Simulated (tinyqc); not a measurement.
# From pH back to HF added

Model: speciation in dilute and buffered hydrofluoric acid, oxide etch rate and bath loading. Computed by tinyqc, a small Python program. Command: `OMP_NUM_THREADS=1 python tinyqc.py 3120206 3120207 out.jsonl hfetch inv`. One thread of a shared host (Intel(R) Xeon(R) Processor @ 2.30GHz), about 0.01 s of CPU time with the checks.

Concentrations stand for activities, NH4+ and Cl- are spectators, and water ionisation is neglected. H, F and HF2 denote the ions H+, F- and HF2-. The base temperature is 298 K.

Inputs (values chosen for the exercise, of the order of those for thermal oxide at room temperature):

| quantity | value | unit |
|---|---|---|
| NH4F added | 0 | mol/L |
| HCl added | 0 | mol/L |
| K1 = [H][F]/[HF] | 0.00067 | mol/L |
| K2 = [HF2]/([HF][F]) | 3.73 | L/mol |
| K3 = [H2F2]/[HF]^2 | 0 | L/mol |

Method. Fluoride balance: [HF] + [F] + 2 [HF2] + 2 [H2F2] = HF added + NH4F added. Acid balance: [H] + [HF] + [HF2] + 2 [H2F2] = HF added + HCl added. For a trial [H], [HF] = [H][F]/K1, and the fluoride balance is a quadratic in [F]. The root is refined to 1e-13 in pH = -log10 [H].

Task: A run gave the result below. Find the HF added, known to lie between 0.067 and 0.13 mol/L.

pH = 2.076167

Result:

Each step takes the trial c = (a f_b - b f_a)/(f_b - f_a), f being the result less the target and a, b, c the logarithms of the listed values; c replaces end b, the old b replaces a if the sign of f changed, and otherwise f_a is halved.

Scan of the range:

| HF added (mol/L) | pH |
|---|---|
| 0.0670 | 2.15913 |
| 0.0748 | 2.12972 |
| 0.0836 | 2.09966 |
| 0.0933 | 2.06960 |
| 0.1040 | 2.03945 |
| 0.1160 | 2.00869 |
| 0.1300 | 1.97608 |

False position (Illinois rule, in the logarithm of the input) inside the bracket:

| step | end a | end b | trial | pH |
|---|---|---|---|---|
| 1 | 0.0836000 | 0.0933000 | 0.0910885 | 2.07620 |
| 2 | 0.0933000 | 0.0910885 | 0.0911000 | 2.07617 |
| 3 | 0.0933000 | 0.0911000 | 0.0911000 | 2.07617 |
| 4 | 0.0911000 | 0.0911000 | 0.0911000 | 2.07617 |

pH falls at every point of a 13-point scan of the range (every second point is shown), so one value fits; it is bracketed by 0.0836 and 0.0933. Answer: HF added = 0.09110 mol/L.
